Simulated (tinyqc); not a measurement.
Transistor under a ferroelectric capacitor (negative capacitance), static model: two steps of the calculation.

A ferroelectric film of thickness tf lies between the gate and an inner metal at potential v, which drives an ordinary transistor. One domain, P = Q (background permittivity neglected): Vg = v + tf (2 al Q + 4 be Q^3), al = -3 sqrt(3) Ec/(4 Pr), be = 3 sqrt(3) Ec/(8 Pr^3). Gate charge Q(v) = Qi + Cp v with the channel charge Qi = Cox n Vt ln(1 + exp((v - VT)/(n Vt))). Q in uC/cm^2, E in kV/cm; 1 nm times 1 kV/cm is 1e-4 V. Domains, leakage and the switching time are left out.

Inputs (values chosen for the exercise); Pr and Ec close to those of hafnium oxide based films: temperature T = 400 K; remanent polarisation Pr = 11 uC/cm^2; coercive field Ec = 1200 kV/cm; capacitance of the inner oxide Cox = 2.9 uF/cm^2; overlap capacitance per gate area Cp = 0.73 uF/cm^2; threshold of the inner transistor VT = 0.42 V; subthreshold factor of the inner transistor n = 1.08; ferroelectric thickness tf = 8.5 nm.

Constants: q = 1.602176634e-19 C, kB = 1.380649e-23 J/K, Vt = kB T/q. Results are converted to the units shown.

Task 1. Landau coefficients and capacitance at zero charge. al = -3 sqrt(3) Ec/(4 Pr), be = 3 sqrt(3) Ec/(8 Pr^3); C_FE(0) = 1/(2 al tf); far below threshold the gain is 1/(1 + 2 al tf Cp) near Q = 0 and the swing n Vt ln 10/gain.

Find: al; be; C_FE(0); gain near Q = 0; swing.

Result 1.

al = -141.71 kV cm/uC
be = 0.58559 kV cm^5/uC^3
C_FE(0) = -4.1509 uF/cm^2
gain near Q = 0 = 1.2134
swing = 70.643 mV/decade

Task 2. Gate voltage against inner potential. Q(v) and Vg(v) as above. C = dQ/dv = Cox/(1 + exp(-(v - VT)/(n Vt))) + Cp; dVg/dv = 1 + C tf (2 al + 12 be Q^2); gain = dv/dVg.

v, point 0 to 8 (V): [0, 0.15, 0.3, 0.45, 0.6, 0.75, 0.9, 1.05, 1.2]
al = -141.71325 kV cm/uC
be = 0.58559193 kV cm^5/uC^3

Find: Q; C; Vg; dVg/dv.

Result 2.

```
point  Q (uC/cm^2)  C (uF/cm^2)   Vg (V)   dVg/dv
0           0.0000      0.73004  0.00000  0.82413
1           0.1096      0.73205  0.12360  0.82369
2           0.2232      0.84105  0.24625  0.79763
3           0.4554       2.7346  0.34048  0.34460
4           0.9609       3.6071  0.37028  0.15089
5           1.5045       3.6296  0.39432  0.17466
6           2.0490       3.6300  0.42350  0.21652
7           2.5935       3.6300  0.45993  0.27133
8           3.1380       3.6300  0.50554  0.33899
```

dVg/dv is positive at all listed points; its smallest value, 0.151, means a gain of 6.63. Minimising dVg/dv over v puts the thickness at which the fold first appears at 10.0 nm.

Numbers from tinyqc (`OMP_NUM_THREADS=1 python tinyqc.py 2860019 2860020 out.jsonl`; about 0.02 s on one thread of a shared Intel Xeon 2.30GHz).
